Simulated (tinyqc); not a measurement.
Yield over energy: physical sputtering: collision-cascade yield, angular dependence, faceting and resputtering in deposition. Computed by tinyqc, a small Python program. Command: `OMP_NUM_THREADS=1 python tinyqc.py 3023045 3023046 out.jsonl sputter walk`. One thread of a shared host (Intel(R) Xeon(R) Processor @ 2.30GHz), about 0.01 s of CPU time with the checks.

Ions start collision cascades; atoms that reach the surface with more than U leave. The target is amorphous or fine-grained.

Inputs (values chosen for the exercise, modelled on argon ions on germanium):
```
quantity                  value     unit
ion Z1                       18        -
ion mass M1               39.95        u
target Z2                    32        -
target mass M2             72.6        u
surface binding energy U   3.85       eV
target density N           44.2   1/nm^3
fit factor Q               0.55        -
ion energy E                450       eV
current density J         0.078  mA/cm^2
```

Constants: e = 1.602176634e-19 C.

Method. gamma = 4 M1 M2/(M1 + M2)^2; threshold E_th = 6.7 U/gamma for M1 >= M2, else U (1 + 5.7 M1/M2)/gamma. eps = 0.03255 M2 E/(Z1 Z2 (M1 + M2) z), z = (Z1^(2/3) + Z2^(2/3))^(1/2), E in eV; s_n = 3.441 sqrt(eps) ln(eps + 2.718)/(1 + 6.355 sqrt(eps) + eps (6.882 sqrt(eps) - 1.708)); S_n = 84.78 Z1 Z2 M1 s_n/((M1 + M2) z) in eV angstrom^2; alpha = 0.249 (M2/M1)^0.56 + 0.0035 (M2/M1)^1.5 for M1 <= M2, else 0.0875 (M2/M1)^(-0.15) + 0.165 M2/M1; Y0 = 0.042 Q alpha S_n/U [1 - sqrt(E_th/E)]^2.5 (the electronic-loss factor of the full formula is dropped). Erosion rate = Y0 J/(e N); 1 cm^2 = 1e14 nm^2.

threshold E_th = 17.3892 eV

Normal incidence:
```
E (eV)         eps  S_n (eV angstrom^2)      Y0  Y0 per keV
50      4.4273e-04                269.1  0.0620      1.2410
100     8.8545e-04                363.0  0.2015      2.0152
200     1.7709e-03                482.3  0.4307      2.1535
300     2.6564e-03                564.5  0.6065      2.0216
500     4.4273e-03                681.2  0.8697      1.7395
1000    8.8545e-03                860.9  1.2930      1.2930
2000    1.7709e-02               1059.3  1.7740      0.8870
5000    4.4273e-02               1331.9  2.4472      0.4894
10000   8.8545e-02               1523.0  2.9286      0.2929
30000   2.6564e-01               1713.5  3.4484      0.1149
100000  8.8545e-01               1560.2  3.2282      0.0323
```

What does the comparison show, and why?

The yield per keV peaks at 200 eV among these rows, 12 times the threshold, the most economical range for removing atoms. Y0 varies as E^1.70 between the first rows and as E^-0.05 at the end; it peaks near 30000 eV, close to the broad maximum of nuclear stopping. Caution: the electronic-loss factor, dropped here, would lower the yields at the highest energies slightly.

Extremes, crossings and ranges named in words are read from the listed rows.
